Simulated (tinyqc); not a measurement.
Worked calculation: FCI on RHF in the 3-21g basis, for H2, spin multiplicity 1. One step of it, computed by the program tinyqc.

Question. Iteration 6 (converged): orbitals. Diagonalise F' = X^T F X, C = X C', fill 1 alpha and 1 beta electrons from the bottom; D = 2 C_occ C_occ^T. Each column has its largest component positive (the first on a tie).

converged F (hartree), order 1H 1s, 1H 2s, 2H 1s, 2H 2s:
$$\begin{pmatrix}
0.196988 & -0.435961 & -0.427000 & -0.432562 \\
-0.435961 & -0.325823 & -0.432562 & -0.383728 \\
-0.427000 & -0.432562 & 0.196988 & -0.435961 \\
-0.432562 & -0.383728 & -0.435961 & -0.325823
\end{pmatrix}$$

X, order 1H 1s, 1H 2s, 2H 1s, 2H 2s:
$$\begin{pmatrix}
1.240437 & -0.482014 & -0.041435 & 0.031535 \\
-0.482014 & 1.658175 & 0.031535 & -0.680210 \\
-0.041435 & 0.031535 & 1.240437 & -0.482014 \\
0.031535 & -0.680210 & -0.482014 & 1.658175
\end{pmatrix}$$

Give: F' = X^T F X; orbital energies; coefficients C; D after iteration 6.

Answer.

F' = X^T F X (hartree):
$$\begin{pmatrix}
0.7543 & -0.6246 & -0.2908 & -0.1332 \\
-0.6246 & 0.2647 & -0.1332 & -0.2247 \\
-0.2908 & -0.1332 & 0.7543 & -0.6246 \\
-0.1332 & -0.2247 & -0.6246 & 0.2647
\end{pmatrix}$$

orbital energies (hartree): MO1 -0.5351, MO2 0.2027, MO3 1.0386, MO4 1.3317

coefficients C, order 1H 1s, 1H 2s, 2H 1s, 2H 2s:
$$\begin{pmatrix}
0.2588 & 0.1431 & 0.8679 & -0.9659 \\
0.3583 & 1.2453 & -0.6718 & 1.1468 \\
0.2588 & -0.1431 & 0.8679 & 0.9659 \\
0.3583 & -1.2453 & -0.6718 & -1.1468
\end{pmatrix}$$

D after iteration 6, order 1H 1s, 1H 2s, 2H 1s, 2H 2s:
$$\begin{pmatrix}
0.1339 & 0.1854 & 0.1339 & 0.1854 \\
0.1854 & 0.2568 & 0.1854 & 0.2568 \\
0.1339 & 0.1854 & 0.1339 & 0.1854 \\
0.1854 & 0.2568 & 0.1854 & 0.2568
\end{pmatrix}$$
